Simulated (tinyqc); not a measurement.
Inside a calculation. Method: one-electron ion in a basis of Gaussians. One step of it, computed by the program tinyqc.

Task: Generalised eigenproblem. Solve H C = S C e through S^(-1/2); each column has its largest component positive (the first on a tie).

H = T + V (hartree):
```
           1          2
1  -1.491643  -1.445090
2  -1.445090  -1.810570
```

S:
```
          1         2
1  1.000000  0.712658
2  0.712658  1.000000
```

Give: eigenvalues of S; eigenvalues; coefficients.

Result:

eigenvalues of S: 0.2873  1.7127

eigenvalues (hartree): -1.8533  -0.6715

coefficients:
```
        1        2
1  0.2711   1.3995
2  0.7886  -1.1875
```

For Z = 4 and l = 1 the exact lowest level is -Z^2/(2 n^2) with n = l + 1: -2.000000 hartree.
